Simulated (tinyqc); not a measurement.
Gas flow in a process chamber: flow regimes, conductance, effective pumping speed, pump-down, outgassing and purge: one step, computed by the program tinyqc.

Ideal gas, isothermal flow, a pump of constant speed at the end of a round pipe; process gas, volume gas and outgassing are given the same properties. 1 sccm = 101325 Pa x 1e-6 m^3/60 s x T/273.15 K.

Question. Purging a well-mixed chamber. With steady flow a contaminant decays as exp(-t/residence time); gas used = flow x time.

Inputs (values chosen for the exercise, modelled on water vapour near room temperature): temperature T = 300 K; process gas flow = 740 sccm.

residence time = 0.01607506 s

Give: time to dilute 1e3 times; time to dilute 1e6 times; gas used for 1e6.

Answer.

time to dilute 1e3 times = 0.11104 s

time to dilute 1e6 times = 0.22209 s

gas used for 1e6 = 2.7391 standard cm^3
